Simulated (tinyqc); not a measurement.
Capacitance of parallel on-chip lines from Laplace's equation on a mesh: one step of the calculation.

Cross-section of an endless row of equal lines between two grounded planes; neighbours are driven in antiphase (+1 V and -1 V), so the plane midway between two lines is at 0 V. By symmetry one quarter is solved: x runs from the centre of a line (column 0, mirror) to that midplane (column 4, 0 V), y from the mid-height of the line (row 0, mirror) to the ground plane (row 5, 0 V). The line fills columns 0 to 2 and rows 0 to 2 at 1 V. Cells beside the line (below row 2) have e2, cells above have e1. Each link between nodes has the conductance g = mean permittivity of the two cells beside it (a cell beyond a mirror counts as 0), and the free nodes obey sum g (V_neighbour - V) = 0.

Problem. Relaxation sweep. One sweep visits the free nodes row by row from row 0, left to right, and replaces V by V + om (weighted mean of the neighbours - V), using new values at once.

Values chosen for this exercise:
```
symbol  value  unit                 meaning
om          1        over-relaxation factor
```

V at the start (V):
```
       col 0  col 1  col 2  col 3  col 4
row 0      1      1      1      0      0
row 1      1      1      1      0      0
row 2      1      1      1      0      0
row 3      0      0      0      0      0
row 4      0      0      0      0      0
row 5      0      0      0      0      0
```

gx:
```
       col 0  col 1  col 2  col 3
row 0    1.2    1.2    1.2    1.2
row 1    2.4    2.4    2.4    2.4
row 2    3.3    3.3    3.3    3.3
row 3    4.2    4.2    4.2    4.2
row 4    4.2    4.2    4.2    4.2
row 5    2.1    2.1    2.1    2.1
```

gy:
```
       col 0  col 1  col 2  col 3  col 4
row 0    1.2    2.4    2.4    2.4    1.2
row 1    1.2    2.4    2.4    2.4    1.2
row 2    2.1    4.2    4.2    4.2    2.1
row 3    2.1    4.2    4.2    4.2    2.1
row 4    2.1    4.2    4.2    4.2    2.1
```

Give: V after sweep 1.

Solution.

V after sweep 1 (V):
```
        col 0   col 1   col 2   col 3   col 4
row 0  1.0000  1.0000  1.0000  0.2500  0.0000
row 1  1.0000  1.0000  1.0000  0.3125  0.0000
row 2  1.0000  1.0000  1.0000  0.3068  0.0000
row 3  0.2500  0.3125  0.3281  0.1587  0.0000
row 4  0.0625  0.0938  0.1055  0.0661  0.0000
row 5  0.0000  0.0000  0.0000  0.0000  0.0000
```

Computed by the program tinyqc: `OMP_NUM_THREADS=1 python tinyqc.py 2790121 2790122 out.jsonl`, one thread of a shared Intel Xeon 2.30GHz, about 1 s for the whole run.
